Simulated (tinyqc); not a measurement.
# Thickness from two neighbouring fringes

Inverse problem. At normal incidence a transparent film with an index between those of air and substrate, taken as constant, has reflectance minima at 2 n1 d = (m + 1/2) lam (small phase shifts at the substrate neglected). Find d and the order m of the shorter wavelength.

Inputs (values chosen for the exercise):

| symbol | value | unit | meaning |
|---|---|---|---|
| n1 | 1.464 |  | index of the transparent film |

wavelengths of two neighbouring reflectance minima (nm): [434, 558]

Solution. Neighbouring orders differ by one: 2 n1 d (1/lam1 - 1/lam2) = 1.

d = 667.0 nm
m = 4

tinyqc, about 0.01 s, one thread, Intel Xeon 2.30GHz (shared host): `OMP_NUM_THREADS=1 python tinyqc.py 2870104 2870105 out.jsonl`
